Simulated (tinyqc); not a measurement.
Jacobi rotations on a symmetric matrix, step by step. Computed by tinyqc, a small Python program that keeps every step. Settings: method = jacobi. Command: `OMP_NUM_THREADS=1 python tinyqc.py 23141 23142 out.jsonl` (the two numbers bound the seeds that draw the settings). One thread of a shared host (Intel(R) Xeon(R) Processor @ 2.60GHz), about 0.01 s of CPU time with the checks.

## Jacobi rotation 1

A, lower triangle:
```
          1        2        3
1   1.46500
2  -0.22500  3.70100
3  -0.11300  0.32000  4.94200
```

Take the largest off-diagonal element A_pq; tan 2 theta = 2 A_pq / (A_qq - A_pp) with |theta| <= pi/4; A' = J^T A J with J_pp = J_qq = cos, J_pq = sin, J_qp = -sin.

p, q, theta (rad): 2.00000  3.00000  0.23807

A', lower triangle:
```
          1        2        3
1   1.46500
2  -0.19201  3.62335
3  -0.16287  0.00000  5.01965
```

## Jacobi rotation 2

As before.

p, q, theta (rad): 1.00000  2.00000  -0.08804

A', lower triangle:
```
          1        2        3
1   1.44805
2   0.00000  3.64029
3  -0.16224  0.01432  5.01965
```

## Jacobi rotation 3

As before.

p, q, theta (rad): 1.00000  3.00000  -0.04530

A', lower triangle:
```
         1        2        3
1  1.44070
2  0.00065  3.64029
3  0.00000  0.01431  5.02701
```

## All rotations

The off-diagonal norm falls at every rotation.

Rotations:
```
step  p  q     theta  off-diagonal norm
1     2  3   0.23807           3.56e-01
2     1  2  -0.08804           2.30e-01
3     1  3  -0.04530           2.03e-02
4     2  3   0.01031           9.17e-04
5     1  2   0.00029           9.46e-06
6     1  3  1.87e-06           2.79e-09
7     2  3  1.42e-09           5.20e-15
```

eigenvalues: 1.44070  3.64015  5.02716
